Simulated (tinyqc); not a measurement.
# Thin film between two gates, subbands and threshold shift from confinement: confinement against the film thickness

Undoped body with a flat potential across it, hard walls, transport along x. Three valley pairs (g = 2 each) with the longitudinal mass along x, y or z. Non-parabolicity enters the subband edges through E (1 + al E) = gamma, so E = 2 gamma/(1 + sqrt(1 + 4 al gamma)); motion within a subband is taken as parabolic with the band-edge mass. Energies are counted from the bulk band edge.

gamma = C (pi k/(t + dl))^2/mz, C = hbar^2/(2 m0). Each subband has N_k = g sqrt(mx my) m0 kB T/(pi hbar^2); without degeneracy n = exp(EF/Vt) sum N_k exp(-E_k/Vt). Classical value Nc times t, Nc = sum over valleys of 2 g (m m0 kB T/(2 pi hbar^2))^1.5 with m = (mx my mz)^(1/3). Threshold shift dVT = Vt ln(classical value/sum N_k exp(-E_k/Vt)). With degeneracy n = sum N_k F((EF - E_k)/Vt), F(x) = ln(1 + exp(x)); gate: Vg = EF + q n/(Cg P), P = 2 (both faces), summed over the 60 lowest subbands at most, with Vg counted from the value that would put EF at the bulk band edge of an empty body. The last two columns are for Vg = 0.7 V; sensitivity d(dVT)/dt by central differences between 0.99 and 1.01 times the value.

Inputs (values chosen for the exercise); masses close to those of silicon:
```
symbol,value,unit,meaning
T,300,K,temperature
ml,0.92,m0,longitudinal mass
mt,0.194,m0,transverse mass
al,0.5,1/eV,non-parabolicity
dl,0,nm,widening of the box by penetration into the insulator
Cg,3.6,uF/cm^2,gate capacitance per area of interface
```

Constants: q = 1.602176634e-19 C, kB = 1.380649e-23 J/K, hbar = 1.054571817e-34 J s, m0 = 9.1093837015e-31 kg, Vt = kB T/q, hbar^2/(2 m0) = 0.0380998212 eV nm^2. Results are converted to the units shown.

Confinement against the film thickness:
```
t (nm),E_1 (meV),gap to the next edge (meV),dVT (mV),sensitivity (mV/nm),n/P (cm^-2),share of the lowest subband (%)
2,97.44,250.7,104.9,-80.22,1.061e13,99.72
2.7,54.58,149.0,69.67,-30.56,1.170e13,86.40
3.6,31.06,88.01,51.34,-14.52,1.297e13,57.90
4.7,18.33,53.12,37.90,-10.49,1.385e13,39.44
6.3,10.25,30.13,24.86,-5.974,1.449e13,27.48
8.4,5.776,17.13,16.26,-2.732,1.492e13,20.16
11,3.372,10.05,11.31,-1.325,1.525e13,15.14
15,1.815,5.425,7.692,-0.6197,1.556e13,10.89
20,1.021,3.058,5.467,-0.3198,1.581e13,8.040
```

As t grows from 2 to 20 nm, E_1 falls from 97.4 to 1.02 meV and dVT falls from 105 to 5.47 mV. E_1 goes as t^(-1.93) at the thin end (-2 for a parabolic band without penetration); a thickness error of 0.2 nm moves the threshold by 16 mV in the first row and 0.064 mV in the last. The charge per interface area rises from 1.06e13 to 1.58e13 cm^-2. For t = 2, 2.7 the body is too thin for bulk effective masses to be reliable. In every row the charge in the last two columns would bend the potential across the body by some 30 mV or more, which is left out.

Numbers from tinyqc (`OMP_NUM_THREADS=1 python tinyqc.py 2350106 2350107 out.jsonl`; about 0.07 s on one thread of a shared Intel Xeon 2.30GHz).
